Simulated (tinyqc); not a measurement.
# Changing the cross-section sigma_0

Model: deep-level transient spectroscopy (DLTS) of one majority-carrier trap. Computed by tinyqc, a small Python program. Command: `OMP_NUM_THREADS=1 python tinyqc.py 3016990 3016991 out.jsonl dlts sweep`. One thread of a shared host (Intel(R) Xeon(R) Processor @ 2.30GHz), about 0.1 s of CPU time with the checks.

A filling pulse loads the traps in a one-sided junction; under reverse bias they empty at the rate e, and the capacitance relaxes as C(t) = C_0 - dC exp(-e t). The signal is S = [C(t_2) - C(t_1)]/dC.

Inputs (values chosen for the exercise, with mass and screening modelled on InP): density-of-states mass m = 0.0803 m_0; valleys M = 1; trap depth E_t = 0.408 eV; degeneracy ratio g = 1; gate time t_1 = 0.0002 s; ratio t_2/t_1 = 2; temperature T = 246 K.

Carriers: electrons. Extra term: none.

Constants: k_B = 8.617333262e-05 eV/K; k_B = 1.380649e-23 J/K; m_0 = 9.1093837015e-31 kg; h = 6.62607015e-34 J s.

Method:
- e = g sigma v N_b exp(-E/k_B T), v = sqrt(3 k_B T/m), N_b = 2 M (2 pi m k_B T/h^2)^(3/2), sigma = sigma_0, E = E_t.
- S(e) = exp(-e t_1) - exp(-e t_2) peaks at the rate window e_0 = ln(t_2/t_1)/(t_2 - t_1).
- T_p solves e(T) = e_0 (bisection between 15 and 1500 K); the half-height points solve S = S_max/2 on either side.
- t_1 is scaled by 0.1, 0.3, 1, 3, 10 and 30 at fixed t_2/t_1; each T_p by bisection.
- Least squares of ln(e_0/T_p^2) on 1/(k_B T_p): slope -E_a, intercept ln(gamma sigma_a) with gamma = v N_b/T^2 = sqrt(3 k_B/m) 2 M (2 pi m k_B/h^2)^(3/2). For comparison, the slope of ln e_0 alone.

One run for each value:
```
cross-section sigma_0 (cm^2)  peak temperature T_p (K)  full width (K)  apparent depth E_a (eV)
1.00e-19                                         599.0           146.6                   0.4080
1.00e-18                                         484.1            99.9                   0.4080
1.00e-17                                         403.9            71.7                   0.4080
1.00e-16                                         345.3            53.7                   0.4080
1.00e-15                                         300.9            41.5                   0.4080
1.00e-14                                         266.1            32.9                   0.4080
1.00e-13                                         238.2            26.7                   0.4080
1.00e-12                                         215.4            22.1                   0.4080
```

What does the table show, and why?

Over the rows, peak temperature T_p (K) falls from 599 to 215 (exponent d ln y / d ln x -0.093 between the first rows and -0.044 between the last); full width (K) falls from 147 to 22.1 (exponent d ln y / d ln x -0.17 between the first rows and -0.083 between the last); apparent depth E_a (eV) does not change. Seven decades in sigma_0 move T_p by a factor 2.78 only, since sigma_0 enters through a logarithm; one peak temperature cannot separate depth from cross-section.

Caution (rows 1.00e-19): the peak lies above 550 K, where the change of gap and level with temperature, left out here, and leakage of the diode matter.

Extremes, crossings and ranges named in words are read from the listed rows.
